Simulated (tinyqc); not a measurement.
Scale length and length offset from two DIBL values.

Question. DIBL = exp(-Le/(2 l)) + 2 exp(-Le/l) with Le = L - dL. Find l, dL and the drawn length for a DIBL of 100 mV/V.

DIBL at drawn lengths 50 and 91 nm (mV/V): 107.17745  11.951345

Solution. With e = exp(-Le/(2 l)), 2 e^2 + e = DIBL gives e and so Le/l at each length; Le/l is a straight line in L with slope 1/l.

l = 10.0 nm
dL = 2.00 nm
length for 100 mV/V = 51.2 nm

Program tinyqc, `OMP_NUM_THREADS=1 python tinyqc.py 2002111 2002112 out.jsonl`; Intel Xeon 2.30GHz, shared host, one thread, about 0.01 s.
